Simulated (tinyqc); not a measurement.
Comparisons within one model: mean-field antiferromagnet of the Hubbard model on the square lattice. A value that a table varies takes the place of the one given here.

e(k) = -2 t (cx + cy) - 4 t2 cx cy, ci = cos ki; one electron a site; Q = (pi, pi). <n_up - n_dn> = m cos(Q.R) gives Delta = U m/2 and bands E = e+ -/+ sqrt(e-^2 + Delta^2), e+- = (e(k) +- e(k + Q))/2 (the constant U/2 is dropped). Means run over the mesh k_i = 2 pi (j + 1/2)/N of the whole zone: mu from mean(f(E-) + f(E+)) = 1; m(out) = mean of Delta (f(E-) - f(E+))/sqrt(e-^2 + Delta^2); free energy per site F = -kT mean[ln(1 + exp(-(E- - mu)/kT)) + ln(1 + exp(-(E+ - mu)/kT))] + mu + U m^2/4. Order at T > 0 in two dimensions is an artefact of mean field.

Constants: kB = 8.617333262e-05 eV/K.

Inputs chosen for the exercise: t = 1.19 eV (nearest hopping); t2 = -0.3 eV (second hopping); T = 600 K; U = 11.74 eV (on-site repulsion).

## From weak to strong coupling

Mesh N = 48, start m = 0.9, at most 400 steps; U takes the listed multiples of t. The gap (negative: overlap) is read for that Delta on the unshifted mesh N = 64, which holds the band extrema.

Results:
```
U/t       m  Delta (eV)  gap (eV)  F - F(0) (meV)  J = 4 t^2/U (meV)
1.5   0.000       0.000    -1.200            0.00               3173
2.0   0.000       0.000    -1.200            0.00               2380
3.0   0.566       1.010     0.821          -52.36               1587
4.0   0.691       1.644     2.088         -171.87               1190
5.0   0.772       2.298     3.396         -332.46                952
6.0   0.827       2.954     4.708         -523.71                793
8.0   0.893       4.249     7.299         -967.80                595
12.0  0.948       6.771    12.342        -1987.15                397
20.0  0.981      11.668    21.870        -4218.50                238
```

On this mesh a moment above 0.02 first appears at U/t = 3 of those listed; an indirect gap is open from U/t = 3 on. With t2/t = -0.25 nesting is spoilt, so order needs a finite U. At U/t = 20 m has reached 0.981 and the gap is 0.92 U. Mean field leaves out spin fluctuations, which lower m (at large U to about 0.6 on the square and 0.85 on the simple cubic lattice) and the ordering temperature, which is zero in two dimensions.

## Order against temperature

Mesh N = 48, start m = 0.9, at most 400 steps; Delta(50 K) = 5.4354 eV.

Results:
```
T (K)  kT/Delta(50 K)      m  Delta (eV)
3150            0.050  0.926      5.4354
9460            0.150  0.924      5.4223
15770           0.250  0.889      5.2194
22080           0.350  0.776      4.5555
26490           0.420  0.617      3.6244
30280           0.480  0.359      2.1099
34060           0.540  0.000      0.0000
37840           0.600  0.000      0.0000
44150           0.700  0.000      0.0000
```

The moment is below 0.02 from 34060 K on (kT/Delta = 0.54); close to the transition 400 steps may not suffice, so a small m in the row before can be unconverged. Weak-coupling theory puts the transition at 0.567 and the atomic limit at 0.5. At U/t = 9.9 this scale marks the loss of local moments, while order between them is lost on the scale J = 4 t^2/U = 5599 K. In two dimensions fluctuations forbid long-range order at any finite T, which mean field misses.

## Mesh

Start m = 0.9, at most 400 steps.

Results:
```
N        m  Delta (eV)
4   0.9250      5.4296
6   0.9260      5.4354
8   0.9260      5.4354
12  0.9260      5.4354
16  0.9260      5.4354
24  0.9260      5.4354
48  0.9260      5.4354
```

m spans 0.9250 to 0.9260; it stays within 0.002 of the last value from N = 4 on. The level spacing across the Fermi surface, about 4 pi t/N, should fall below the larger of Delta = 5.435 eV and kT, a rough rule that asks for N above about 2.8.

## What moves the order

Mesh N = 48, start m = 0.9; the gap (negative: overlap) is read for that Delta on the unshifted mesh N = 64. Each row changes one parameter from the base and keeps the others.

Results:
```
case                 m  Delta (eV)  gap (eV)
base            0.9260      5.4354    9.6707
U = 12.914 eV   0.9378      6.0551   10.9102
t = 1.309 eV    0.9122      5.3545    9.5091
t2 = -0.359 eV  0.9260      5.4354    9.4347
T = 1200 K      0.9260      5.4354    9.6707
```

The largest shifts from the base row, up to three for each result and ties (the steps differ in size, so this ranks the rows, not the parameters). m: t -0.0138, U +0.0118; unchanged at the printed digits by t2 and T. Delta (eV): U +0.6197, t -0.0808; unchanged at the printed digits by t2 and T. gap (eV): U +1.2395, t2 -0.2360, t -0.1617; unchanged at the printed digits by T.

Computed by tinyqc, a small Python program: `OMP_NUM_THREADS=1 python tinyqc.py 1651420 1651421 out.jsonl` (the numbers bound the seed that draws the inputs); one thread of a shared host (Intel(R) Xeon(R) Processor @ 2.30GHz), about 0.2 s for the whole set of steps.
